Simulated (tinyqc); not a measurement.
# Changing the particle radius R

Model: a particle near a wafer in liquid: double-layer and van der Waals forces (DLVO), deposition barrier and removal. Computed by tinyqc, a small Python program. Command: `OMP_NUM_THREADS=1 python tinyqc.py 3112482 3112483 out.jsonl dlvo sweep`. One thread of a shared host (Intel(R) Xeon(R) Processor @ 2.30GHz), about 0.01 s of CPU time with the checks.

Sphere and flat wall, Derjaguin approximation, constant potentials in the linear-superposition form, no retardation and no hydration force.

Inputs (values chosen for the exercise, of the order of those for polymer latex on silicon in water): Hamaker constant A = 1.4e-20 J; potential of the particle psi_1 = -39 mV; potential of the wafer psi_2 = -31 mV; salt concentration c = 0.0052 mol/L; valence z of the symmetric salt = 1; temperature T = 343 K; dielectric constant of the liquid = 63.7; contact distance h0 = 0.4 nm; contact radius over R = 0.096; viscosity = 0.79 mPa s.

Constants: e = 1.602176634e-19 C; N_A = 6.02214076e+23 1/mol; eps_0 = 8.8541878128e-12 F/m; k_B = 1.380649e-23 J/K; k_B = 8.617333262e-05 eV/K.

Method. kappa^2 = 2 z^2 e^2 N_A (1000 c)/(eps eps_0 k_B T); gamma_i = tanh(z e psi_i/(4 k_B T)); Z = 64 pi eps eps_0 (k_B T/(z e))^2 gamma_1 gamma_2. Adhesion F_a = A R/(6 h0^2) [1 + a^2/(R h0)] - kappa Z R exp(-kappa h0), a the contact radius. Drag in a shear flow F_d = 1.7 x 6 pi mu R^2 G, acting at 1.4 R; rolling starts when 1.4 R F_d = a F_a. Wall shear stress = mu G.

One run for each value:
```
particle radius R (nm)  wall shear stress for rolling (Pa)  net adhesion F_a (pN)     kappa R
5                                                   6190.6             7.2324e+01  1.2267e+00
11                                                  3206.1             1.8129e+02  2.6987e+00
22                                                  1962.6             4.4389e+02  5.3975e+00
47                                                  1301.1             1.3431e+03  1.1531e+01
100                                                  992.6             4.6385e+03  2.4534e+01
210                                                  849.3             1.7502e+04  5.1522e+01
450                                                  779.8             7.3793e+04  1.1040e+02
950                                                  747.8             3.1539e+05  2.3307e+02
2000                                                 732.7             1.3696e+06  4.9068e+02
```

Over the rows, wall shear stress for rolling (Pa) falls from 6190 to 733 (exponent d ln y / d ln x -0.83 between the first rows and -0.027 between the last); net adhesion F_a (pN) rises from 72.3 to 1.37e6 (exponent d ln y / d ln x 1.2 between the first rows and 2.0 between the last); kappa R rises from 1.23 to 491 (exponent d ln y / d ln x about 1.00 throughout). At the high end the exponent of wall shear stress for rolling is -0.03, close to 0: the flattened contact adds adhesion as R^2. The smallest particle needs 8.45 times the shear stress of the largest.

Caution (rows 5.00, 11.0): kappa R is not large, so the Derjaguin approximation is only rough at gaps of the order of the Debye length.

Extremes, crossings and ranges named in words are read from the listed rows.
